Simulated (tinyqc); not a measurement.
Raising U: Hubbard chain of 6 sites, mean field against exact. Computed by the program tinyqc. Collinear unrestricted mean field (the lowest of 40 random starts) against exact diagonalisation.

one-body matrix (hopping and site energies) (eV):
```
         1        2        3        4        5        6
1   0.0000  -1.1200   0.0000   0.0000   0.0000   0.0000
2  -1.1200   0.0000  -1.1200   0.0000   0.0000   0.0000
3   0.0000  -1.1200   0.0000  -1.1200   0.0000   0.0000
4   0.0000   0.0000  -1.1200   0.0000  -1.1200   0.0000
5   0.0000   0.0000   0.0000  -1.1200   0.0000  -1.1200
6   0.0000   0.0000   0.0000   0.0000  -1.1200   0.0000
```

electrons, up and down: 3  3

Exact and mean-field results (eV):
```
U            U/t    E exact  E mean field  mean |n_up - n_down|  double occupancy, exact  first gap in the sector
0.5600    0.5000  -7.026009     -6.986469                0.0000                   0.2265                   0.8873
1.1200    1.0000  -6.304360     -6.146469                0.0000                   0.2031                   0.7951
2.2400    2.0000  -5.091871     -4.532667                0.4041                   0.1584                   0.6480
3.3600    3.0000  -4.161996     -3.394867                0.6726                   0.1197                   0.5356
4.4800    4.0000  -3.463673     -2.657136                0.8030                   0.0896                   0.4492
8.9600    8.0000  -1.980271     -1.382374                0.9485                   0.0329                   0.2593
13.4400  12.0000  -1.361243     -0.928131                0.9770                   0.0160                   0.1785
22.4000  20.0000  -0.830469     -0.558879                0.9917                   0.0061                   0.1090
```

Estimate the missing row, U = 6.72.

Computed row:
```
U          U/t    E exact  E mean field  mean |n_up - n_down|  double occupancy, exact  first gap in the sector
6.7200  6.0000  -2.538716     -1.824693                0.9093                   0.0522                   0.3316
```

In absolute terms mean field is worst at U/t = 4.0, 0.807 eV too high: at small U it is nearly exact, and at large U it misses only exchange-scale energies. Its local moments set in at U/t = 2.0 of those listed, a broken symmetry that the exact state of a finite cluster with equal spins does not have. Relative to the exact energy its error is 0.6 % at the smallest U, 33 % at most and 33 % at the largest. The double occupancy falls from 0.226 to 0.006; at the largest U the first gap is 0.49 times the exchange scale 4t^2/U.
